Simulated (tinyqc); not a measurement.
## Transistor under a ferroelectric capacitor (negative capacitance), static model: effect of the ferroelectric thickness

A ferroelectric film of thickness tf lies between the gate and an inner metal at potential v, which drives an ordinary transistor. One domain, P = Q (background permittivity neglected): Vg = v + tf (2 al Q + 4 be Q^3), al = -3 sqrt(3) Ec/(4 Pr), be = 3 sqrt(3) Ec/(8 Pr^3). Gate charge Q(v) = Qi + Cp v with the channel charge Qi = Cox n Vt ln(1 + exp((v - VT)/(n Vt))). Q in uC/cm^2, E in kV/cm; 1 nm times 1 kV/cm is 1e-4 V. Domains, leakage and the switching time are left out.

C = dQ/dv = Cox/(1 + exp(-(v - VT)/(n Vt))) + Cp; dVg/dv = 1 + C tf (2 al + 12 be Q^2); gain = dv/dVg. The largest gain is taken over -0.3 V < v < 2.5 V, tc is the thickness at which dVg/dv first touches zero, the swing is n Vt ln 10 (1 + 2 al tf Cp), v solves Vg(v) = Vg, and the last column compares Qi(v) with Qi(Vg) of the transistor without the film.

Inputs (values chosen for the exercise); Pr and Ec close to those of hafnium oxide based films: temperature T = 400 K; remanent polarisation Pr = 11 uC/cm^2; coercive field Ec = 1200 kV/cm; capacitance of the inner oxide Cox = 2.9 uF/cm^2; overlap capacitance per gate area Cp = 0.73 uF/cm^2; threshold of the inner transistor VT = 0.42 V; subthreshold factor of the inner transistor n = 1.08; gate voltage Vg = 0.19 V.

Constants: q = 1.602176634e-19 C, kB = 1.380649e-23 J/K, Vt = kB T/q. Results are converted to the units shown.

Results:
```
tf (nm)  tc (nm)  largest gain  swing (mV/decade)  v at Vg (V)  Qi with/without film
1          10.01         1.111              83.94       0.1940                 1.114
1.4        10.01         1.163              83.24       0.1957                 1.165
2.5        10.01         1.333              81.28       0.2004                 1.321
3.5        10.01         1.538              79.51       0.2049                 1.490
4.7        10.01         1.885              77.38       0.2105                 1.734
6.5        10.01         2.852              74.19       0.2196                 2.213
8.8        10.01         8.270              70.11       0.2325                 3.125
```

Estimate the missing row, tf = 1.9 nm.

Computed row:
```
tf (nm)  tc (nm)  largest gain  swing (mV/decade)  v at Vg (V)  Qi with/without film
1.9        10.01         1.234              82.35       0.1978                 1.232
```

With this row back in the table: As tf goes from 1 to 8.8 nm, the largest gain rises from 1.11 to 8.27, the swing falls from 83.9 to 70.1 mV a decade and tc stays at 10.0 nm. The gain grows as 1/(1 - tf/tc), the swing falls only linearly, because below threshold the film works against the small Cp. At tf = 12 nm tf is within 2 % of tc or beyond it, so those rows are left out. At tf = 8.8 nm the gain relies on a single-domain state close to the fold, which domains would spoil.

Program tinyqc, `OMP_NUM_THREADS=1 python tinyqc.py 2860019 2860020 out.jsonl`; Intel Xeon 2.30GHz, shared host, one thread, about 0.02 s.
